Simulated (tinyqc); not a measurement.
Pair lines: donor-acceptor pair recombination.

h nu = Eg - ED - EA + q/(eps R), q = e^2/(4 pi eps0); shell j lies at R = a_lat sqrt(j/2) for the same sublattice and a_lat sqrt(j/2 - 5/16) for opposite ones (on the same sublattice shells 14, 30, 46, 56, 62, ... are empty, where 2j has the form 4^a (8b + 7)); rate W = W0 exp(-2R/aD) with the donor radius aD = q/(2 eps ED). Polarisation and overlap terms, which matter for close pairs, are left out.

Constants: e^2/(4 pi eps0) = 14.39964547 eV angstrom.

Parameters, chosen for this exercise (near those of impurities in cubic GaN; shifted at random, so the results belong to these values and not to a real crystal):

| symbol | value | unit | meaning |
|---|---|---|---|
| a_lat | 4.5 | angstrom | lattice constant |
| Eg | 3.271 | eV | gap |
| ED | 23.4 | meV | donor binding |
| EA | 138.4 | meV | acceptor binding |
| eps | 9.5 |  | dielectric constant |
| W0 | 0.91 | x 1e7/s | rate at zero distance |
| kind | opposite |  | sublattices of donor and acceptor |
| shells | (422, 666, 1266, 1337, 1746, 1968, 2402) |  | shell numbers |

Energy, rate and lifetime for each shell.

Lines:

| shell | R (angstrom) | Coulomb (meV) | h nu (eV) | step to the next shell (meV) | 1/W (microsecond) |
|---|---|---|---|---|---|
| 422 | 65.32 | 23.2 | 3.1324 | 0.027 | 6.20 |
| 666 | 82.08 | 18.5 | 3.1277 | 0.014 | 17.5 |
| 1266 | 113.19 | 13.4 | 3.1226 | 0.0053 | 119 |
| 1337 | 116.32 | 13.0 | 3.1222 | 0.0049 | 145 |
| 1746 | 132.94 | 11.4 | 3.1206 | 0.0033 | 404 |
| 1968 | 141.14 | 10.7 | 3.1199 | 0.0027 | 670 |
| 2402 | 155.93 | 9.7 | 3.1189 | 0.0020 | 1.67e+03 |

limit for distant pairs = 3.1092 eV
aD = 32.4 angstrom

What can be read from this table?

The lines crowd together, on average as R^-3: the step falls from 0.027 to 0.002 meV, so distant pairs merge into a band. Close pairs emit higher and 269 times faster over this table, so the band shifts to lower energy with delay and to higher energy with stronger pumping. All these lines lie below Eg, and R/aD runs from 2.0 up.

(tinyqc, `OMP_NUM_THREADS=1 python tinyqc.py 1281089 1281090 out.jsonl`, Intel(R) Xeon(R) Processor @ 2.30GHz, 1 thread, shared host, about 0.02 s.)
